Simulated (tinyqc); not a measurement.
Worked calculation: Hubbard chain of 3 sites. Computed by tinyqc, a small Python program that keeps every step. Settings: hopping = 1.01, U = 9.3, mixing = 0.2, iteration cap = 50. Command: `OMP_NUM_THREADS=1 python tinyqc.py 31794 31795 out.jsonl` (the two numbers bound the seeds that draw the settings). One thread of a shared host (Intel(R) Xeon(R) Processor @ 2.60GHz), about 0.2 s of CPU time with the checks.

one-body matrix (hopping and site energies) (eV), order 1, 2, 3:
```
[[0.000000, -1.010000, 0.000000],
 [-1.010000, 0.000000, -1.010000],
 [0.000000, -1.010000, 0.000000]]
```

U = 9.300000 eV

electrons, up and down: [2, 2]

n(up) at the start (a guess, not normalised): [0.667000, 0.667000, 0.667000]

n(down) at the start (a guess): [0.667000, 0.667000, 0.667000]

Each step fills the lowest levels of T + U n(other spin) and sets n(new) = n + mixing (n(out) - n); stop when output and input agree to 1e-8.

Course of the cycle:
```
iteration      E (eV)  largest |n(out) - n(in)|  mean |n_up - n_down|
1          9.93078860                  1.67e-01              0.000000
2          9.68438133                  5.33e-02              0.000000
3          9.66009583                  1.81e-02              0.000000
4          9.65737937                  6.35e-03              0.000000
5          9.65705578                  2.30e-03              0.000000
6          9.65701633                  8.66e-04              0.000000
7          9.65701148                  3.53e-04              0.000000
8          9.65701088                  1.63e-04              0.000000
9          9.65701081                  8.87e-05              0.000000
10         9.65701080                  5.63e-05              0.000000
11         9.65701080                  3.98e-05              0.000000
...               ...                       ...                   ...
38         9.65701080                  8.65e-08              0.000000
39         9.65701080                  6.92e-08              0.000000
40         9.65701080                  5.54e-08              0.000000
41         9.65701080                  4.43e-08              0.000000
42         9.65701080                  3.54e-08              0.000000
43         9.65701080                  2.84e-08              0.000000
44         9.65701080                  2.27e-08              0.000000
45         9.65701080                  1.81e-08              0.000000
46         9.65701080                  1.45e-08              0.000000
47         9.65701080                  1.16e-08              0.000000
48         9.65701080                  9.29e-09              0.000000
```

Can the last value be used, and what does the course show?

No, though the log alone does not show it. Converged in 48 iterations. But random starts reach 7.99734 eV, so this is another stationary point, not the lowest one. Reruns (cap 100 unless said): mixing 0.5: not converged; mixing 0.9: not converged. Before convergence this energy mixes input and output and is not variational, so it may rise towards its limit.
